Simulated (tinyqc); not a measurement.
What moves the results: pi bands of a honeycomb layer in tight binding. A value that a table varies takes the place of the one given here.

Lattice vectors a (1,0) and a (1/2, sqrt3/2); f = exp(i ky a/sqrt3) + 2 cos(kx a/2) exp(-i ky a/(2 sqrt3)), w = |f|. H = [[D - t2 F, -t f], [., -D - t2 F]] with F = w^2 - 3, S = [[1, s0 f], [., 1]]; the levels solve det(H - E S) = 0. K = (4 pi/3a, 0), M = (pi/a, pi/(sqrt3 a)); w = 3, 1, 0 at Gamma, M, K.

Constants: hbar^2/2m0 = 3.80998211 eV angstrom^2.

Values chosen for the exercise (of the size used for graphene; shifted at random, so the results belong to these values and not to a real crystal): a = 2.46 angstrom (lattice constant); t = 3 eV (nearest hopping); t2 = 0 eV (second-neighbour hopping); s0 = 0.054 (overlap of neighbours); D = 0 eV (+D on A, -D on B).

## How far the cone holds

Upper and lower levels at distance q from K towards Gamma (-x) and towards M (+x), measured from 3 t2; cone: sqrt(D^2 + (hbar v q)^2), hbar v = (sqrt3/2) a (t + 3 t2 s0).

Levels (eV):

| q (1/angstrom) | cone | upper, to Gamma | lower, to Gamma | upper, to M | lower, to M |
|---|---|---|---|---|---|
| 0.02 | 0.1278 | 0.1290 | -0.1284 | 0.1272 | -0.1266 |
| 0.05 | 0.3196 | 0.3269 | -0.3231 | 0.3155 | -0.3119 |
| 0.10 | 0.6391 | 0.6681 | -0.6524 | 0.6217 | -0.6081 |
| 0.15 | 0.9587 | 1.0227 | -0.9863 | 0.9172 | -0.8879 |
| 0.20 | 1.2783 | 1.3896 | -1.3234 | 1.2005 | -1.1507 |
| 0.30 | 1.9174 | 2.1567 | -2.0013 | 1.7241 | -1.6234 |
| 0.40 | 2.5565 | 2.9602 | -2.6751 | 2.1812 | -2.0224 |
| 0.60 | 3.8348 | 4.6332 | -3.9709 | 2.8550 | -2.5889 |

What does this show?

At q = 0.2 the upper band lies +111 meV from the cone towards Gamma and -78 meV towards M; half their difference, 95 meV, is the trigonal warping, steeper towards Gamma, and their mean, +17 meV, comes from the bending of the band and from t2 or the overlap. All four values stay within 5 % of the cone up to q = 0.1. The electron-hole asymmetry, upper plus lower towards Gamma, is +66 meV at q = 0.2.

## Fermi level against carrier density

hbar v = 6.39127 eV angstrom

Cone with four flavours: n = kF^2/pi, EF = sqrt(D^2 + (hbar v kF)^2), density of states 2 EF/(pi (hbar v)^2), quantum capacitance e^2 times it (1 e^2/(eV angstrom^2) = 1602.177 microF/cm^2), cyclotron mass 2c EF/(hbar v)^2, c = hbar^2/2m0; 1e12/cm^2 = 1e-4/angstrom^2.

Filling:

| n (1e12/cm^2) | kF (1/angstrom) | EF (eV) | Cq (microF/cm^2) | cyclotron mass (m0) |
|---|---|---|---|---|
| 0.10 | 0.00560 | 0.0358 | 0.894 | 0.0067 |
| 0.25 | 0.00886 | 0.0566 | 1.414 | 0.0106 |
| 0.50 | 0.01253 | 0.0801 | 2.000 | 0.0149 |
| 1.00 | 0.01772 | 0.1133 | 2.829 | 0.0211 |
| 2.00 | 0.02507 | 0.1602 | 4.000 | 0.0299 |
| 4.00 | 0.03545 | 0.2266 | 5.657 | 0.0423 |
| 10.00 | 0.05605 | 0.3582 | 8.945 | 0.0668 |
| 20.00 | 0.07927 | 0.5066 | 12.650 | 0.0945 |

What does this show, and why?

From 1 to 4e12/cm^2 EF rises by a factor 2.000, the square root of four. Capacitance and mass grow in proportion to EF counted from mid-gap, so hardly at all while a large gap term dominates it; in a parabolic band both are constant; Cq is 2.83 microF/cm^2 at 1e12/cm^2, against 3.45 for 1 nm of a dielectric with eps = 3.9.

## What each parameter does

Gap at K, difference at M, and the two levels at Gamma, from (e - E)^2 - D^2 - (t + s0 E)^2 w^2 = 0, e = -t2 (w^2 - 3). Each row changes one parameter from the base and keeps the others.

Results:

| case | gap at K (eV) | difference at M (eV) | lower at Gamma (eV) | upper at Gamma (eV) |
|---|---|---|---|---|
| base | 0.0000 | 6.0175 | -7.7453 | 10.7399 |
| t = 3.15 eV | 0.0000 | 6.3184 | -8.1325 | 11.2768 |
| t2 = 0.05 eV | 0.0000 | 6.0284 | -8.0034 | 10.3819 |
| s0 = 0.084 | 0.0000 | 6.0426 | -7.1885 | 12.0321 |
| D = 0.1 eV | 0.2000 | 6.0209 | -7.7458 | 10.7404 |
| a = 2.5092 angstrom | 0.0000 | 6.0175 | -7.7453 | 10.7399 |

What does this show?

The largest shifts from the base row, up to three for each result and ties (the steps differ in size, so this ranks the rows, not the parameters). gap at K (eV): D +0.2000; unchanged at the printed digits by t, t2, s0 and a. difference at M (eV): t +0.3009, s0 +0.0251, t2 +0.0108; unchanged at the printed digits by a. lower at Gamma (eV): s0 +0.5568, t -0.3873, t2 -0.2582; unchanged at the printed digits by a. upper at Gamma (eV): s0 +1.2922, t +0.5370, t2 -0.3580; unchanged at the printed digits by a. At points fixed by symmetry a drops out; the gap at K is 2D whatever the hoppings.

Program tinyqc; command `OMP_NUM_THREADS=1 python tinyqc.py 1481584 1481585 out.jsonl`; about 0.01 s on one thread of a shared Intel(R) Xeon(R) Processor @ 2.30GHz.
